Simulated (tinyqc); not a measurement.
Worked calculation: sp3 tight binding, zinc-blende lattice. One step of it, computed by the program tinyqc.

Question. Levels at G. Diagonalise the Hermitian matrix.

H(k) at G (eV), lower triangle:
```
             a s       a px       a py       a pz         c s       c px       c py       c pz
a s   -19.260000
a px    0.000000  -7.920000
a py    0.000000   0.000000  -7.920000
a pz    0.000000   0.000000   0.000000  -7.920000
c s   -15.674082   0.000000   0.000000   0.000000  -11.850000
c px    0.000000   3.799778   0.000000   0.000000    0.000000  -4.060000
c py    0.000000   0.000000   3.799778   0.000000    0.000000   0.000000  -4.060000
c pz    0.000000   0.000000   0.000000   3.799778    0.000000   0.000000   0.000000  -4.060000
```

Give: eigenvalues.

Answer.

eigenvalues (eV): -31.6610  -10.2518  -10.2518  -10.2518  -1.7282  -1.7282  -1.7282  0.5510
